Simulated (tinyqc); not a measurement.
Comparisons within one model: band edges of strained Si(1-x)Ge(x) on relaxed Si(1-y)Ge(y). A value that a table varies takes the place of the one given here.

Values are linear in the Ge fraction but for ED(x) = linear - CD x (1 - x) and a(x) = linear - Ca x (1 - x). Energies are on the common scale of Ev.

Coherent growth on a (110) face: e_par = (a(y) - a(x))/a(x), e_perp = -(C11 + 3 C12 - 2 C44)/(C11 + C12 + 2 C44) e_par; exx = eyy = (e_par + e_perp)/2, ezz = e_par, exy = (e_perp - e_par)/2, eyz = ezx = 0.

A valley with unit axis u lies at Ev + gap + (av + a_valley) tr(e) + Xu (u.e.u - tr(e)/3); the Delta axes are x, y, z and the L axes [111], [1-1-1], [-11-1], [-1-11]. The second-order shift of the Delta valleys under shear is left out; it lowers the pair normal to the sheared plane by tens of meV at a shear of 1 %.

Valence edges: Ev plus the levels of the 6 x 6 matrix of X, Y, Z times spin with -Dso/3 + l exx + m (eyy + ezz) on the diagonal (cyclic), n exy off it, l = av + 2 b, m = av - b, n = sqrt(3) d. Spin-orbit term (Dso/3) L.sigma on X, Y, Z with (L_k)_ij = -i epsilon_kij: <X+|H|Y+> = -i Dso/3, <X+|H|Z-> = Dso/3, <Y+|H|Z-> = -i Dso/3, <Z+|H|X-> = -Dso/3, <Z+|H|Y-> = i Dso/3, <X-|H|Y-> = i Dso/3, and their conjugates; + and - are the spin along z.

Coherent growth: e_par = (a(y) - a(x))/a(x). (001): e_perp = -2 (C12/C11) e_par; exx = eyy = e_par, ezz = e_perp, no shear. (111): e_perp = -(2 C11 + 4 C12 - 4 C44)/(C11 + 2 C12 + 4 C44) e_par; exx = eyy = ezz = (2 e_par + e_perp)/3 and exy = eyz = ezx = (e_perp - e_par)/3. (110): e_perp = -(C11 + 3 C12 - 2 C44)/(C11 + C12 + 2 C44) e_par; exx = eyy = (e_par + e_perp)/2, ezz = e_par, exy = (e_perp - e_par)/2, eyz = ezx = 0.

Parameters, chosen for this exercise (end members near Si and Ge, in this order; the results hold for these values, not for the real material):
- a = (5.438, 5.658) angstrom (lattice constant)
- Dso = (0.044, 0.292) eV (spin-orbit splitting)
- av = (2.42, 1.25) eV (valence hydrostatic potential)
- b = (-2.11, -2.58) eV (tetragonal shear potential)
- d = (-4.76, -5.23) eV (trigonal shear potential)
- C11 = (163.6, 126.7) GPa
- C12 = (64.8, 48.8) GPa
- C44 = (78.9, 66) GPa
- Ev = (0, 0.63) eV (top of the unstrained valence band)
- ED = (1.167, 0.924) eV (gap to the Delta valleys)
- EL = (2.032, 0.751) eV (gap to the L valleys)
- aD = (1.77, 1.24) eV (hydrostatic potential of the Delta gap)
- aL = (-3.27, -2.54) eV (hydrostatic potential of the L gap)
- XuD = (9.31, 9.15) eV (uniaxial potential, Delta)
- XuL = (16.51, 14.73) eV (uniaxial potential, L)
- CD = 0.229 eV (bowing of the Delta gap)
- Ca = 0 angstrom (bowing of the lattice constant)
- face = 110 (growth face)
- y = 0.49 (Ge fraction of the relaxed buffer)
- x = 0 (Ge fraction of the layer)

## Composition of the layer

The buffer is kept. dEc = Ec(buffer) - Ec(layer), dEv = Ev(layer) - Ev(buffer); buffer edges Ev(y) and Ev(y) + min(ED, EL). The digit behind Delta or L counts whole valleys.

Results:
```
x     e_par (%)  lowest valleys  gap (eV)  next valleys above (meV)  valence splitting (meV)  dEc (eV)  dEv (eV)
0.00       1.98          Delta4     1.029                       140                      215     0.056    -0.095
0.14       1.41          Delta4     1.015                        99                      147     0.056    -0.080
0.29       0.80          Delta4     1.005                        56                       77     0.042    -0.056
0.43       0.24          Delta4     0.995                        16                       21     0.015    -0.020
0.57      -0.32          Delta2     0.938                        22                       24    -0.002     0.055
0.71      -0.87          Delta2     0.853                        59                       59    -0.017     0.154
0.86      -1.45          Delta2     0.775                        46                       90    -0.047     0.263
1.00      -1.98              L2     0.602                       111                      115     0.021     0.368
```

How do the results move?

The gap is 1.029 eV in the first row and 0.602 eV in the last. The lowest valleys change: Delta4 to Delta2 between x = 0.43 and 0.57, Delta2 to L2 between x = 0.86 and 1.00. Per 0.1 of x the valence offset moves by +46 meV on average; the conduction offset lies between -47 and +56 meV, not monotonically. Both carriers sit on one side for x = 1.00, and on opposite sides elsewhere. Offsets below about 30 meV are within the spread of parameter sets, so those rows do not settle the type.

## Composition of the buffer

The layer is kept. dEc = Ec(buffer) - Ec(layer), dEv = Ev(layer) - Ev(buffer); buffer edges Ev(y) and Ev(y) + min(ED, EL). The digit behind Delta or L counts whole valleys.

Results:
```
y     e_par (%)  lowest valleys  gap (eV)  next valleys above (meV)  valence splitting (meV)  dEc (eV)  dEv (eV)
0.08       0.32          Delta4     1.150                        23                       31     0.002    -0.021
0.16       0.65          Delta4     1.128                        46                       66     0.006    -0.037
0.24       0.97          Delta4     1.105                        69                      102     0.014    -0.051
0.31       1.25          Delta4     1.084                        89                      133     0.023    -0.064
0.39       1.58          Delta4     1.060                       112                      170     0.036    -0.078
0.47       1.90          Delta4     1.035                       134                      206     0.052    -0.091
0.55       2.23          Delta4     1.011                       157                      242     0.070    -0.105
```

What does this show, and why?

The gap is 1.150 eV in the first row and 1.011 eV in the last. The lowest valleys are Delta4 throughout. Per 0.1 of y the valence offset moves by -18 meV on average; the conduction offset lies between +2 and +70 meV. Electrons and holes sit on opposite sides in every row (type II). Offsets below about 30 meV are within the spread of parameter sets, so those rows do not settle the type. Strains above 2 % can be kept only in layers of a few nanometres.

## The same layer on three faces

dEc = Ec(buffer) - Ec(layer), dEv = Ev(layer) - Ev(buffer); buffer edges Ev(y) and Ev(y) + min(ED, EL). The digit behind Delta or L counts whole valleys.

Results:
```
face   e_par (%)  lowest valleys  gap (eV)  next valleys above (meV)  valence splitting (meV)  dEc (eV)  dEv (eV)  Delta spread (meV)  L spread (meV)
(001)       1.98          Delta2     0.852                       331                      212     0.253    -0.114                 331               0
(111)       1.98          Delta6     1.077                       394                      223     0.003    -0.090                   0             420
(110)       1.98          Delta4     1.029                       140                      215     0.056    -0.095                 140             331
```

How do the results move?

On (001) only the Delta valleys split (331 meV), on (111) only the L valleys (420 meV), on (110) both (140 and 331 meV). The lowest valleys are Delta2 on (001), Delta6 on (111) and Delta4 on (110); the smallest gap is 0.852 eV on (001) and the largest 1.077 eV on (111).

## What each parameter does

dEc = Ec(buffer) - Ec(layer), dEv = Ev(layer) - Ev(buffer); buffer edges Ev(y) and Ev(y) + min(ED, EL). Each row changes one parameter from the base and keeps the others.

Results:
```
case                       gap (eV)  valence splitting (meV)  dEc (eV)  dEv (eV)
base                         1.0294                    215.2    0.0560   -0.0947
x = 0.03                     1.0258                    200.8    0.0571   -0.0922
y = 0.52                     1.0203                    228.8    0.0630   -0.0998
CD = 0.279 eV                1.0294                    215.2    0.0435   -0.0947
aL = (-3.76, -2.921) eV      1.0294                    215.2    0.0560   -0.0947
XuD = (10.706, 10.522) eV    1.0224                    215.2    0.0630   -0.0947
av = (2.783, 1.438) eV       1.0294                    215.2    0.0454   -0.0841
C12 = (74.52, 56.12) GPa     1.0192                    224.1    0.0630   -0.0915
Dso = (0.051, 0.336) eV      1.0312                    214.1    0.0560   -0.0965
```

What can be read from the table?

The largest shifts from the base row, up to three for each result and ties (the steps differ in size, so this ranks the rows, not the parameters). gap (eV): C12 -0.0102, y -0.0091, XuD -0.0070; unchanged at the printed digits by CD, aL and av. valence splitting (meV): x -14.4, y +13.6, C12 +8.9; unchanged at the printed digits by CD, aL, XuD and av. dEc (eV): CD -0.0125, av -0.0107, y +0.0070, XuD +0.0070; unchanged at the printed digits by aL and Dso. dEv (eV): av +0.0107, y -0.0051, C12 +0.0033; unchanged at the printed digits by CD, aL and XuD. The lowest valleys of the layer are Delta4, so among the conduction-band potentials only those of that family reach the gap and dEc; the buffer is unstrained. A shift large enough to swap the lowest family would change that.

Run: tinyqc, `OMP_NUM_THREADS=1 python tinyqc.py 1081048 1081049 out.jsonl`; Intel(R) Xeon(R) Processor @ 2.30GHz, one thread, shared host; about 0.02 s of CPU time with all checks.
